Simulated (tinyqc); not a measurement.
Charge pumping in an n-channel transistor: two steps of the calculation.

The gate is pulsed from accumulation to inversion and back. Energies E are counted from the intrinsic level; Dit(E) = D0 [1 + b (2 E/Eg)^2]. During each edge the traps near the bands emit their carriers, and those between Eh and Ee recombine once a cycle.

Parameters, values chosen for the exercise; band and dielectric values close to those of silicon: temperature T = 250 K; band gap Eg = 1.14 eV; conduction-band density of states at 250 K Nc = 2.11e19 cm^-3; valence-band density of states at 250 K Nv = 2.05e19 cm^-3; gate area A = 0.34 um^2; trap density at midgap D0 = 1.4e10 cm^-2 eV^-1; rise of the trap density towards the band edges b = 0; cross-section for electrons sn = 5e-15 cm^2; cross-section for holes sp = 4.6e-15 cm^2; thermal velocity at 250 K, one nominal value for electrons and holes vth = 1e7 cm/s; Vth - Vfb dV = 0.67 V; pulse height Va = 3.4 V; frequency f = 90000 Hz; rise time tr = 680 ns; fall time tf = 180 ns.

Constants: q = 1.602176634e-19 C, kB = 1.380649e-23 J/K, Vt = kB T/q. Results are converted to the units shown.

Question 1. Emission levels. ni = sqrt(Nc Nv) exp(-Eg/(2 Vt)), Eg in volts; emission times te = (dV/Va) tf and th = (dV/Va) tr; Ee = -Vt ln(vth sn ni te), Eh = +Vt ln(vth sp ni th).

Wanted: ni; te; th; Ee; Eh.

Answer 1.

ni = 6.719e7 cm^-3
te = 35.47 ns
th = 134.0 ns
Ee = 0.3435 eV
Eh = -0.3166 eV

The window covers 57.9 % of the gap.

Question 2. Pumped charge and current. Nit = integral of Dit from Eh to Ee = D0 [Ee - Eh + 4 b (Ee^3 - Eh^3)/(3 Eg^2)], Qcp = q A Nit, Icp = f Qcp.

Ee = 0.34345945 eV
Eh = -0.31662175 eV

Wanted: Nit; mean Dit; traps pumped a cycle; Icp.

Answer 2.

Nit = 9.241e9 cm^-2
mean Dit = 1.400e10 cm^-2 eV^-1
traps pumped a cycle = 31.42
Icp = 0.4531 pA

Range of the model: The Fermi levels of inversion and accumulation are taken to lie beyond Ee and Eh, the flat tops to fill all traps, and no geometric current is added.

Computed by the program tinyqc: `OMP_NUM_THREADS=1 python tinyqc.py 2030009 2030010 out.jsonl`, one thread of a shared Intel Xeon 2.30GHz, about 0.01 s for the whole run.
